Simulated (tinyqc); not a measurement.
# Band bending at a free surface with one surface level, surface photovoltage and Kelvin probe: effects of single changes

n-type bulk, xi = Ec - EF = Vt ln(Nc/Nd), p0 = ni^2/Nd, ni = sqrt(Nc Nv) exp(-Eg/(2 Vt)), Eg in volts. b is the upward band bending, u = b/Vt. Space charge per area, in units of q: Qc = sign(b) sqrt((2 eps0 eps_r Vt/q) [(Nd + dn)(exp(-u) - 1) + Nd u + (p0 + dn)(exp(u) - 1)]), with dn the excess density under light (flat quasi-Fermi levels; 0 in the dark). The level holds -Ns f, f = 1/(1 + exp((xi + b - Es)/Vt)). Neutrality: Qc + Qf + (charge of the states) = 0.

Parameters, values chosen for the exercise; band and dielectric values those of a made-up semiconductor: temperature T = 300 K; band gap Eg = 4.2 eV; relative permittivity eps_r = 10.1; conduction-band density of states at T Nc = 2.11e18 cm^-3; valence-band density of states at T Nv = 4.66e19 cm^-3; electron affinity chi = 3.44 eV; donor density Nd = 5.5e16 cm^-3; fixed positive charge at the surface Qf = 0 cm^-2; work function of the probe tip pt = 4.93 eV; density of an acceptor-like surface level Ns = 8.7e11 cm^-2; its depth below the conduction edge Es = 0.51 eV.

Constants: q = 1.602176634e-19 C, kB = 1.380649e-23 J/K, Vt = kB T/q, eps0 = 8.8541878128e-14 F/cm where lengths are in cm. Results are converted to the units shown.

Each table varies one quantity; the others keep the values above.

## Kelvin-probe contrast of the doping

Work function chi + xi + b; contact potential difference CPD = (work function of the sample) - pt. b solves the neutrality condition in the dark.

Kelvin-probe contrast of the doping:
```
Nd (cm^-3)  xi (eV)   b (V)  CPD (mV)
8.4e13       0.2619  0.3487    -879.4
3e14         0.2290  0.3641    -896.9
1.1e15       0.1954  0.3793    -915.3
3.7e15       0.1641  0.3926    -933.4
1.3e16       0.1316  0.4042    -954.2
4.7e16      0.09835  0.4100    -981.7
1.6e17      0.06668  0.3815     -1042
```

xi falls by 195 mV over the table and the CPD by 162 mV; b goes from 0.349 through a maximum of 0.410 (at Nd = 4.7e16 cm^-3 among the rows listed) to 0.382 V. Between the first two rows the CPD follows 53.3 % of the change of xi, and between the last two 190 %. It is below 100 % where b rises with the doping (pinning hides it). It exceeds 100 % where b falls as the doping rises.

## Photovoltage against injection

Same model as above.

Under chopped light the surface charge keeps its dark value, so b falls to bL with Qc(bL, dn) = Qc(b, 0); the photovoltage is b - bL.

Photovoltage against injection:
```
dn (cm^-3)    bL (V)  photovoltage (mV)  share of b removed (%)
4.9e7        0.40952            0.17454                0.042603
6.2e8        0.40764             2.0536                 0.50126
8e9          0.39403             15.657                  3.8216
1e11         0.35907             50.617                  12.355
1.3e12       0.31023             99.463                  24.278
1.7e13       0.25516             154.53                  37.719
2.1e14       0.19829             211.40                  51.600
2.7e15       0.13888             270.81                  66.102
3.5e16      0.079831             329.86                  80.514
4.5e17      0.032096             377.59                  92.166
```

Read the table: what changes, and by how much?

The photovoltage rises from 0.175 to 378 mV, towards the full b = 410 mV. Its steepest rise is 53.6 mV a decade (Vt ln 10 = 59.5 mV), and it reaches 92.2 % of b in the last row: even strong light does not flatten the bands fully, so a saturation reading understates b. For dn = 4.5e17 the injection is high, and a Dember voltage, left out here, adds to the signal.

Computed by the program tinyqc: `OMP_NUM_THREADS=1 python tinyqc.py 2430115 2430116 out.jsonl`, one thread of a shared Intel Xeon 2.30GHz, about 0.01 s for the whole run.
